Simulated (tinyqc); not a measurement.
# Signal and retention of a DRAM cell, step by step

tinyqc, about 0.01 s, one thread, Intel Xeon 2.30GHz (shared host): `OMP_NUM_THREADS=1 python tinyqc.py 2130133 2130134 out.jsonl` Printed values are rounded.

A stored one starts at Vd and leaks: Cs dV/dt = -I(V), I = a sqrt((V + Vb)/(Vd + Vb)) + b, with a = Ig exp[-(Eg1 q/kB)(1/T - 1/T0)] (generation in a depletion layer) and b = Is exp[-(Es q/kB)(1/T - 1/T0)]. The bit line is precharged to Vd/2, and charge sharing gives the signal (V - Vd/2) Cs/(Cs + Cb).

Inputs (values chosen for the exercise): array voltage Vd = 1.3 V; cell capacitance Cs = 22 fF; bit-line capacitance Cb = 70 fF; smallest signal that the sense amplifier resolves dm = 59 mV; built-in plus back-bias voltage of the storage junction Vb = 1.61 V; junction leakage at V = Vd and T0 Ig = 0.62 fA; voltage-independent leakage at T0 Is = 1.3 fA; activation energy of Is Es = 0.38 eV; reference temperature T0 = 358 K; temperature T = 378 K; deviation of ln(retention time) over the cells sg = 0.51; cells Nc = 1.07e9; refresh interval tr = 64 ms; activation energy of Ig Eg1 = 0.54 eV.

Constants: q = 1.602176634e-19 C, kB = 1.380649e-23 J/K. Results are converted to the units shown.

Range of the model: Real arrays also hold a tail of unusually leaky cells and cells whose retention varies in time, which this model lacks.

## Signal and margin

The cell fails below Vc = Vd/2 + dm (Cs + Cb)/Cs.

transfer ratio = 0.2391304
signal of a fresh one = 155.4348 mV
Vc = 0.8967273 V
charge that may be lost = 8.872 fC
the same in electrons = 55374.67

## Retention time

With s = sqrt((Vc + Vb)/(Vd + Vb)), the time from Vd to Vc is t = [2 Cs (Vd + Vb)/a] [1 - s - (b/a) ln((a + b)/(a s + b))].

a = 1.565340 fA
b = 2.494508 fA
retention time = 2.215768 s
estimate with the current held at a + b = 2.185304 s

The constant-current estimate is 1.4 % below the true time, since the junction leaks less as V falls.

## Failing cells

This time is the median of a log-normal spread: failing cells = Nc erfc(z/sqrt 2)/2, z = ln(t/tr)/sg. One failure is expected at the interval where that count equals 1.

z = 6.949943
failing cells = 0.001955066
interval for one failure = 103.4277 ms

The weakest cell of the array lies about 6.01 deviations out, a factor of 21.4 below the median; the chosen interval is shorter than that time.
